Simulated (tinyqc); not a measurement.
Threshold-voltage variability of a planar MOSFET, analytic estimates: scaling length and width together.

Three independent sources add in quadrature: random dopants in the depleted layer, metal-gate grains of two orientations, and roughness of the two gate edges acting through the roll-off VT = VT(long) - Vr exp(-L/l). These are first-order estimates: no three-dimensional electrostatics, no percolation.

ni = sqrt(Nc Nv) exp(-Eg/(2 Vt)), Eg in volts; Cox = 3.9 eps0/ti; Wd = sqrt(4 eps0 eps_r Vt ln(Na/ni)/(q Na)); dopants: s1 = (q/Cox) sqrt(Na Wd/(3 L W)). Grains: Ng = L W/G^2 (at least 1), s2 = dW sqrt(p (1 - p)/Ng). Edges, with exponential correlation and u = W/La: the mean gate length has sL^2 = 2 De^2 (2/u)[1 - (1 - exp(-u))/u]; s3 = sL (Vr/l) exp(-L/l). s = sqrt(s1^2 + s2^2 + s3^2). l and Vr are held fixed. W = 1.333333333 L in every row; l is held fixed.

Values chosen for this exercise; material values close to those of silicon:
```
symbol,value,unit,meaning
T,300,K,temperature
Eg,1.1,eV,band gap
eps_r,11.7,,relative permittivity of the semiconductor
Nc,2.82e19,cm^-3,conduction-band density of states at T
Nv,2.62e19,cm^-3,valence-band density of states at T
Na,6.2e17,cm^-3,channel doping
ti,1.8,nm,oxide-equivalent thickness in inversion
G,15,nm,metal grain size
dW,0.3,eV,work-function difference of the two grain orientations
p,0.3,,share of the orientation of higher work function
De,1.7,nm,rms roughness of one gate edge
La,20,nm,correlation length of the roughness
l,22,nm,decay length of the threshold roll-off
Vr,2,V,prefactor of the roll-off
```

Constants: q = 1.602176634e-19 C, kB = 1.380649e-23 J/K, Vt = kB T/q, eps0 = 8.8541878128e-14 F/cm where lengths are in cm. Results are converted to the units shown.

Results:

| L (nm) | s1 (mV) | s2 (mV) | s3 (mV) | s (mV) | s sqrt(L W) (mV um) |
|---|---|---|---|---|---|
| 58 | 11.81 | 30.79 | 9.729 | 34.39 | 2.303 |
| 72 | 9.518 | 24.80 | 4.763 | 26.99 | 2.244 |
| 88 | 7.787 | 20.29 | 2.129 | 21.84 | 2.219 |
| 130 | 5.271 | 13.74 | 0.2681 | 14.72 | 2.209 |
| 160 | 4.283 | 11.16 | 0.06254 | 11.96 | 2.209 |
| 200 | 3.426 | 8.929 | 0.009174 | 9.564 | 2.209 |

Estimate the missing row, L = 110 nm.

Computed row:

| L (nm) | s1 (mV) | s2 (mV) | s3 (mV) | s (mV) | s sqrt(L W) (mV um) |
|---|---|---|---|---|---|
| 110 | 6.230 | 16.24 | 0.7147 | 17.40 | 2.211 |

With this row back in the table: As L goes from 58 to 200 nm, s falls from 34.4 to 9.56 mV. The grains are the largest source in the first and the last row. The product s sqrt(L W) falls from 2.30 to 2.21 mV um: s1 and s2 go as 1/sqrt(L W), so the change comes from s3 alone.

Numbers from tinyqc (`OMP_NUM_THREADS=1 python tinyqc.py 2090052 2090053 out.jsonl`; about 0.01 s on one thread of a shared Intel Xeon 2.30GHz).
